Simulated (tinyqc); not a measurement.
Static screening by free carriers: sweeps and comparisons. A value that a table varies takes the place of the one given here.

kF = (3 pi^2 n/Mv)^(1/3), EF = c kF^2/m with c = hbar^2/2m0, n in 1/angstrom^3 (1e-24 per 1/cm^3), e2 = e^2/(4 pi eps0). Thomas-Fermi: qTF^2 = 6 pi e2 n/(eps EF). Debye: qD^2 = 4 pi e2 n/(eps kB T).

F_j(eta) = (1/Gamma(j + 1)) integral_0^infinity x^j dx/(1 + exp(x - eta)), which tends to exp(eta) for eta << 0.

At finite T: qs^2 = qD^2 F_-1/2(eta)/F_1/2(eta), where n = Mv N F_1/2(eta) and N = 2 (m kB T/(4 pi c))^(3/2) with c = hbar^2/2m0, in 1/angstrom^3; times 1e24 for 1/cm^3.

Donor in the screened potential -(e2/eps) exp(-qs r)/r with the trial function exp(-r/a): E(a) = c/(m a^2) - (e2/eps) 4/(a (2 + qs a)^2), e2 = e^2/(4 pi eps0), c = hbar^2/2m0; isotropic mass.

Lindhard at zero temperature: eps(q)/eps = 1 + (qTF/q)^2 L(x), x = q/(2 kF), L(x) = 1/2 + ((1 - x^2)/(4x)) ln|(1 + x)/(1 - x)|.

Constants: hbar^2/2m0 = 3.80998211 eV angstrom^2; e^2/(4 pi eps0) = 14.39964547 eV angstrom; kB = 8.617333262e-05 eV/K; a0 (Bohr radius) = 0.5291772105 angstrom.

Values chosen for the exercise (near those of InAs; the results hold for these values, not for the real material): m = 0.0256 m0 (mass of one isotropic valley); Mv = 1 (valleys); eps = 15.5 (background dielectric constant); T = 300 K; n = 1.5e+17 1/cm^3 (carrier density).

## Screening unbinds the donor

All carriers n are taken as free and screen with qs(T); E(a) is minimised over a; a dash marks no bound state. aB = a0 eps/m.

Donor level:
```
n (1/cm^3)  n^(1/3) aB  qs aB  E (meV)   a/aB
2.0e+11          0.019  0.003    -1.44  1.000
2.0e+12          0.040  0.010    -1.42  1.000
1.0e+13          0.069  0.022    -1.39  1.000
3.0e+13          0.100  0.037    -1.34  1.001
8.0e+13          0.138  0.061    -1.28  1.003
2.0e+14          0.187  0.096    -1.19  1.006
5.0e+14          0.254  0.152    -1.05  1.015
1.0e+15          0.320  0.215    -0.92  1.029
```

aB = 320.4 angstrom

The level rises from -1.44 meV at the lowest density to -0.92 meV at 1e+15 1/cm^3, against -1.45 meV unscreened. It stays bound over this range. This trial function loses binding at qs aB = 1 and the exact Yukawa problem at 1.19; the Mott rule of thumb is n^(1/3) aB = 0.26 (rows below ni, about 8e+14 1/cm^3 for this gap, are formal: thermal pairs then set the screening), which the last bound row of this table passes: the rule belongs to low temperature, and thermal carriers screen more weakly.

## From Debye to Thomas-Fermi

Screening lengths (angstrom):
```
n (1/cm^3)    eta  Debye  Thomas-Fermi  finite T
3.0e+14     -5.84   2717         348.6      2718
2.0e+15     -3.93   1052         254.1      1056
1.0e+16     -2.30  470.6         194.3     478.6
4.0e+16     -0.81  235.3         154.2     250.8
2.0e+17      1.34  105.2         117.9     135.3
5.0e+17      3.20  66.55         101.2     105.8
2.0e+18      8.65  33.27         80.35     80.81
6.0e+18     18.15  19.21         66.91     66.99
```

Debye is within 5 % of the finite-T length up to 1e+16 1/cm^3 of the densities listed and Thomas-Fermi from 5e+17 on. The length goes as n^-0.50 at the low end and n^-0.17 at the high end, against the limits -1/2 and -1/6. Both limits give too short a length.

## Static response in three, two and one dimensions

kF = 0.0164376 1/angstrom
qTF = 0.00808216 1/angstrom

x = q/(2 kF). Response over its long-wave value: L3 as above; L2 = 1 for x <= 1 and 1 - sqrt(1 - 1/x^2) beyond; L1 = ln|(1 + x)/(1 - x)|/(2x).

Response:
```
x         L3     L2     L1  eps(q)/eps, Lindhard 3D  Thomas-Fermi
0.099  0.997  1.000  1.003                    7.146         7.167
0.296  0.970  1.000  1.031                    1.669         1.690
0.493  0.915  1.000  1.095                    1.227         1.249
0.690  0.822  1.000  1.229                    1.104         1.127
0.887  0.669  1.000  1.587                    1.051         1.077
0.965  0.572  1.000  2.087                    1.037         1.065
1.005  0.485  0.900  2.982                    1.029         1.060
1.084  0.370  0.614  1.481                    1.019         1.051
1.281  0.238  0.375  0.817                    1.009         1.037
1.576  0.147  0.227  0.475                    1.004         1.024
2.167  0.074  0.113  0.230                    1.001         1.013
```

Next to x = 1 the table has L3 = 0.572 and 0.485, L2 = 1.000 and 0.900, L1 = 2.087 and 2.982: an infinite slope in 3D, a kink in 2D and a logarithmic peak in 1D, where the whole Fermi surface is joined by 2 kF. These features give Friedel oscillations of period pi/kF = 191 angstrom at zero temperature; they wash out once kT nears EF, so this table, for T = 0, describes the gas only where EF is well above kT. Thomas-Fermi overstates eps(q) by 1.7 % at x = 0.493 and by 2.1 % at x = 1.576.

## What sets the screening length

All results formed anew. Each row changes one parameter from the base and keeps the others.

Results:
```
case              Debye (angstrom)  Thomas-Fermi (angstrom)  finite T (angstrom)
base                         121.5                    123.7                148.6
n = 3e+17 1/cm^3             85.92                    110.2                120.2
m = 0.0333 m0                121.5                    108.5                140.6
eps = 18.6                   133.1                    135.5                162.8
T = 360 K                    133.1                    123.7                156.4
Mv = 2                       121.5                    98.20                136.0
```

The largest shifts from the base row, up to three for each result and ties (the steps differ in size, so this ranks the rows, not the parameters). Debye (angstrom): n -35.6, eps +11.6, T +11.6; unchanged at the printed digits by m and Mv. Thomas-Fermi (angstrom): Mv -25.5, m -15.2, n -13.5; unchanged at the printed digits by T. finite T (angstrom): n -28.4, eps +14.2, Mv -12.6.

Computed by tinyqc, a small Python program: `OMP_NUM_THREADS=1 python tinyqc.py 1680940 1680941 out.jsonl` (the numbers bound the seed that draws the inputs); one thread of a shared host (Intel(R) Xeon(R) Processor @ 2.30GHz), about 0.01 s for the whole set of steps.
